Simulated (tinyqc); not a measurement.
Gated graphene, quantum capacitance: effect of the temperature.

phi is the Fermi level above the Dirac point, in volts; Vg is counted from the gate voltage of charge neutrality. Ideal linear bands, no charge puddles.

N0 = (2/pi)(kB T/(hbar vF))^2; n = N0 F1(phi/Vt), p = N0 F1(-phi/Vt), F1(e) = int_0^infinity u du/(1 + exp(u - e)) = -Li2(-exp(e)); Cq = q d(n - p)/dphi = (q N0/Vt) ln[2 (1 + cosh(phi/Vt))]. Cox = eps0 eox/tox; Vg = phi + q (n - p + Dit phi)/Cox. 1/C_G = 1/Cox + 1/(Cq + q Dit); dphi/dVg = Cox/(Cox + Cq + q Dit).

Values chosen for this exercise; values close to those of graphene:

| symbol | value | unit | meaning |
|---|---|---|---|
| eox | 25.6 |  | relative permittivity of the gate insulator (close to zirconium oxide) |
| tox | 30 | nm | insulator thickness |
| vF | 1.01e6 | m/s | Fermi velocity |
| Dit | 0 | cm^-2 eV^-1 | density of traps |
| Vg | 0.75 | V | gate voltage |

Constants: q = 1.602176634e-19 C, kB = 1.380649e-23 J/K, hbar = 1.054571817e-34 J s, Vt = kB T/q, eps0 = 8.8541878128e-14 F/cm where lengths are in cm. Results are converted to the units shown.

The same in every row: Cox (uF/cm^2) = 0.7556.

Effect of the temperature:

| T (K) | phi (V) | n - p (cm^-2) | Cq (uF/cm^2) | C_G (uF/cm^2) | dphi/dVg | n + p (cm^-2) |
|---|---|---|---|---|---|---|
| 50 | 0.1911 | 2.636e12 | 4.411 | 0.6451 | 0.1462 | 2.636e12 |
| 77 | 0.1909 | 2.636e12 | 4.407 | 0.6450 | 0.1464 | 2.636e12 |
| 120 | 0.1905 | 2.639e12 | 4.396 | 0.6447 | 0.1467 | 2.639e12 |
| 200 | 0.1891 | 2.645e12 | 4.364 | 0.6440 | 0.1476 | 2.645e12 |
| 300 | 0.1863 | 2.658e12 | 4.301 | 0.6427 | 0.1494 | 2.658e12 |
| 400 | 0.1824 | 2.677e12 | 4.218 | 0.6408 | 0.1519 | 2.678e12 |
| 500 | 0.1775 | 2.700e12 | 4.128 | 0.6387 | 0.1547 | 2.709e12 |

As T goes from 50 to 500, Cq falls from 4.41 to 4.13 uF/cm^2, C_G/Cox falls from 0.854 to 0.845 and n - p rises from 2.64e12 to 2.70e12 cm^-2. Cq exceeds Cox in every row, so the insulator is the tighter limit, though Cq still cuts C_G by up to 15 %.

Computed by the program tinyqc: `OMP_NUM_THREADS=1 python tinyqc.py 2200149 2200150 out.jsonl`, one thread of a shared Intel Xeon 2.30GHz, about 0.01 s for the whole run.
